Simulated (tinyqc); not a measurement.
Floating body of a partially depleted SOI transistor: body voltage and kink: two steps of the calculation.

Source at 0 V. Channel current Ic = 2 nf K Vt^2 [F(0) - F(Vd)](1 + la Vd), F(V) = ln^2(1 + exp((Vg - VT - nf V)/(2 nf Vt))), VT = VT0 - gb Vb. Saturation voltage Vs = 2 Vt sqrt(F(0)) + 3 Vt, excess Ve = (Vd - Vs + sqrt((Vd - Vs)^2 + 0.0004 V^2))/2, multiplication M1 = Ai Ve exp(-Bl/Ve). Each junction passes D(v) = J1 (exp(v/Vt) - 1) + J2 (exp(v/(2 Vt)) - 1). Bipolar current Ib = bb J1 (exp(Vb/Vt) - 1). The body settles where M1 (Ic + Ib) = D(Vb) + D(Vb - Vd) + Vb/Rb; drain current Id = (1 + M1)(Ic + Ib) - D(Vb - Vd).

Parameters, values chosen for the exercise; values of the order met in partially depleted silicon-on-insulator transistors:
```
symbol    value         unit                                                                                            meaning
T           300            K                                                                                        temperature
VT0        0.49            V                                                                     threshold at zero body voltage
gb         0.26                                                                  fall of the threshold per volt of body voltage
nf         1.41                                                                                                    slope factor
K           540  uA/(V^2 um)                                                                              gain factor per width
la         0.04          1/V                                                                   channel-length modulation factor
Ai         1.72          1/V                                                                        impact-ionisation prefactor
Bl          4.8            V                                                                          impact-ionisation voltage
J1      8.5e-12        uA/um                                                      diffusion saturation current of each junction
J2       2.4e-9        uA/um                                                  recombination saturation current of each junction
bb          0.5                                                 gain of the lateral bipolar transistor on the diffusion current
Rb          8e5      kohm um  resistance of a weak body tie to the source (1e9 stands for no tie, and the term is then dropped)
Vg            1            V                                                                                       gate voltage
Vd          1.5            V                                                                                      drain voltage
```

Constants: q = 1.602176634e-19 C, kB = 1.380649e-23 J/K, Vt = kB T/q. Results are converted to the units shown.

Question 1. New Vb. Current into the body I_in = M1 (Ic + Ib) - D(Vb - Vd), current out I_out = D(Vb) + Vb/Rb; f = ln(I_in/I_out), s = df/dVb by central differences over 1e-5 V, Vb(new) = Vb - f/s.

Vb at the start = 0.76 V

Give: Ic; Ve; M1; I_in; I_out; f; s; Vb after iteration 1.

Answer 1.

Ic = 101.6 uA/um
Ve = 0.9207 V
M1 = 0.008620
I_in = 1.091 uA/um
I_out = 49.76 uA/um
f = -3.821
s = -31.73 1/V
Vb after iteration 1 = 0.6396 V

Question 2. Drain current with floating and with grounded body. Id and VT at the converged Vb, Id at Vb = 0, their ratio, and the bipolar share Ib/(Ic + Ib).

converged Vb = 0.65691038 V

Wanted: VT; Id, floating; Id, grounded; ratio; bipolar share.

Answer 2.

VT = 0.31920 V
Id, floating = 95.465 uA/um
Id, grounded = 53.853 uA/um
ratio = 1.7727
bipolar share = 0.48795 %

The body rises to 0.657 V and lowers the threshold by 171 mV.

Range of the model: The multiplication law is an empirical form chosen for the exercise; self-heating and capacitive coupling to the body are left out, and the linear laws are rough once Vb passes about 0.7 V or M1 about 0.1.

Numbers from tinyqc (`OMP_NUM_THREADS=1 python tinyqc.py 2182057 2182058 out.jsonl`; about 0.2 s on one thread of a shared Intel Xeon 2.30GHz).
